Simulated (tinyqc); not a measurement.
# Threshold-voltage variability of a planar MOSFET, analytic estimates: a gate of 3 grains

Three independent sources add in quadrature: random dopants in the depleted layer, metal-gate grains of two orientations, and roughness of the two gate edges acting through the roll-off VT = VT(long) - Vr exp(-L/l). These are first-order estimates: no three-dimensional electrostatics, no percolation.

Each of 3 equal grains has the higher work function with probability p; the threshold shift is dW (j/3 - p) for j such grains, and the off current changes by exp(-shift/(n Vt)).

Values chosen for this exercise; material values close to those of germanium: temperature T = 300 K; work-function difference of the two grain orientations dW = 0.2 eV; share of the orientation of higher work function p = 0.4; subthreshold factor n = 1.13.

Constants: q = 1.602176634e-19 C, kB = 1.380649e-23 J/K, Vt = kB T/q. Results are converted to the units shown.

Distribution:

| j | probability | shift (mV) | Ioff factor | probability x factor |
|---|---|---|---|---|
| 0 | 0.21600 | -80.00 | 15.464 | 3.3403 |
| 1 | 0.43200 | -13.33 | 1.5784 | 0.68188 |
| 2 | 0.28800 | 53.33 | 0.16111 | 0.046399 |
| 3 | 0.064000 | 120.00 | 0.016444 | 0.0010524 |

What do the numbers show?

The standard deviation is dW sqrt(p (1 - p)/3) = 56.6 mV. The mean off current is 4.07 times the nominal one; the log-normal formula exp(s^2/(2 (n Vt)^2)) gives 6.52. Devices with j = 0, 22 % of all, carry 82 % of the mean leakage.

Program tinyqc, `OMP_NUM_THREADS=1 python tinyqc.py 2090054 2090055 out.jsonl`; Intel Xeon 2.30GHz, shared host, one thread, about 0.01 s.
